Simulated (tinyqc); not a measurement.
Inside a calculation. Method: sp3 tight binding, zinc-blende lattice. Computed by tinyqc, a small Python program that keeps every step. Command: `OMP_NUM_THREADS=1 python tinyqc.py 28024 28025 out.jsonl` (the two numbers bound the seeds that draw the settings). One thread of a shared host (Intel(R) Xeon(R) Processor @ 2.60GHz), about 0.01 s of CPU time with the checks.

## Bloch Hamiltonian at k

Parameters chosen for this model: zinc-blende lattice, anion at 0, cation at a/4 (1,1,1); V = eta hbar^2 / (m d^2), hbar^2/m = 7.619964 eV angstrom^2:

| parameter | value | unit |
|---|---|---|
| a | 3.890000 | angstrom |
| d | 1.684419 | angstrom |
| Es anion | -14.820000 | eV |
| Ep anion | -7.860000 | eV |
| Es cation | -14.820000 | eV |
| Ep cation | -7.860000 | eV |
| eta ss | -1.550000 |  |
| eta sp | 1.400000 |  |
| eta pp sigma | 2.840000 |  |
| eta pp pi | -0.630000 |  |
| V ss | -4.162787 | eV |
| V sp | 3.759936 | eV |
| V pp sigma | 7.627299 | eV |
| V pp pi | -1.691971 | eV |

k point k (2 pi / a): -0.2600  0.4600  0.2800

Slater-Koster rules over the four bonds with direction cosines (l, m, n): ss V_ss; s-px l V_sp; px-s -l V_sp; px-px l^2 V_pps + (1 - l^2) V_ppp; px-py l m (V_pps - V_ppp); each times exp(i k.d).

H(k) at k (eV), lower triangle (Hermitian):
```
                   a s            a px             a py             a pz
a s           -14.8200
a px            0.0000         -7.8600
a py            0.0000          0.0000          -7.8600
a pz            0.0000          0.0000           0.0000          -7.8600
c s   -10.3720+1.8620i  2.2439-2.3406i  -1.1014+4.7685i  -2.0635+2.5452i
c px   -2.2439+2.3406i  3.5242-0.6327i   2.9529-3.6421i   1.5761-6.8237i
c py    1.1014-4.7685i  2.9529-3.6421i   3.5242-0.6327i  -3.2110+3.3494i
c pz    2.0635-2.5452i  1.5761-6.8237i  -3.2110+3.3494i   3.5242-0.6327i

           c s     c px     c py     c pz
c s   -14.8200
c px    0.0000  -7.8600
c py    0.0000   0.0000  -7.8600
c pz    0.0000   0.0000   0.0000  -7.8600
```

## Levels at k

Diagonalise the Hermitian matrix.

eigenvalues (eV): -27.2054  -19.1029  -16.9010  -15.9850  -1.6780  -0.1920  1.1750  3.0893

weights |c|^2 of the basis functions:
```
      band 1  band 2  band 3  band 4  band 5  band 6  band 7  band 8
a s   0.4596  0.0752  0.0004  0.0263  0.3586  0.0304  0.0001  0.0494
a px  0.0074  0.1750  0.2535  0.0482  0.0392  0.0640  0.2395  0.1732
a py  0.0245  0.0835  0.0005  0.3603  0.0697  0.3477  0.0001  0.1138
a pz  0.0086  0.1663  0.2457  0.0652  0.0324  0.0579  0.2603  0.1636
c s   0.4596  0.0752  0.0004  0.0263  0.3586  0.0304  0.0001  0.0494
c px  0.0074  0.1750  0.2535  0.0482  0.0392  0.0640  0.2395  0.1732
c py  0.0245  0.0835  0.0005  0.3603  0.0697  0.3477  0.0001  0.1138
c pz  0.0086  0.1663  0.2457  0.0652  0.0324  0.0579  0.2603  0.1636
```

## Bloch Hamiltonian at X

k point X (2 pi / a): 1  0  0

As before.

H(k) at X (eV), lower triangle (Hermitian):
```
                 a s            a px             a py             a pz
a s         -14.8200
a px          0.0000         -7.8600
a py          0.0000          0.0000          -7.8600
a pz          0.0000          0.0000           0.0000          -7.8600
c s           0.0000  0.0000+8.6832i           0.0000           0.0000
c px  0.0000-8.6832i          0.0000           0.0000           0.0000
c py          0.0000          0.0000           0.0000  0.0000-12.4257i
c pz          0.0000          0.0000  0.0000-12.4257i           0.0000

           c s     c px     c py     c pz
c s   -14.8200
c px    0.0000  -7.8600
c py    0.0000   0.0000  -7.8600
c pz    0.0000   0.0000   0.0000  -7.8600
```

## Levels at X

As before.

eigenvalues (eV): -20.6946  -20.6946  -20.2857  -20.2857  -1.9854  -1.9854  4.5657  4.5657

## Bands along a path

The same steps at evenly spaced points between the labelled ones.

Bands along the path (eV):

| k | band 1 | band 2 | band 3 | band 4 | band 5 | band 6 | band 7 | band 8 |
|---|---|---|---|---|---|---|---|---|
| L | -25.2416 | -21.2811 | -16.9018 | -16.9018 | -2.6701 | 1.1818 | 1.1818 | 3.8329 |
| L-G 0.33 | -27.5088 | -19.0147 | -16.1857 | -16.1857 | -1.6828 | 0.4657 | 0.4657 | 2.8463 |
| L-G 0.67 | -30.3367 | -15.5183 | -14.5268 | -14.5268 | -1.1932 | -1.1932 | -0.9214 | 1.4163 |
| G | -31.4711 | -13.5178 | -13.5178 | -13.5178 | -2.2022 | -2.2022 | -2.2022 | 1.8311 |
| G-X 0.33 | -29.9390 | -15.7725 | -15.7725 | -14.1324 | -2.2615 | 0.0525 | 0.0525 | 0.9729 |
| G-X 0.67 | -25.8604 | -18.9866 | -18.9866 | -16.3985 | -2.3162 | -0.7848 | 3.2666 | 3.2666 |
| X | -20.6946 | -20.6946 | -20.2857 | -20.2857 | -1.9854 | -1.9854 | 4.5657 | 4.5657 |
| X-W 0.33 | -20.6946 | -20.6946 | -20.2857 | -20.2857 | -1.9854 | -1.9854 | 4.5657 | 4.5657 |
| X-W 0.67 | -20.6946 | -20.6946 | -20.2857 | -20.2857 | -1.9854 | -1.9854 | 4.5657 | 4.5657 |
| W | -20.6946 | -20.6946 | -20.2857 | -20.2857 | -1.9854 | -1.9854 | 4.5657 | 4.5657 |

With 4 band(s) filled, the highest filled level on these points lies at G and the lowest empty one at L: a gap of 10.8477 eV, indirect.
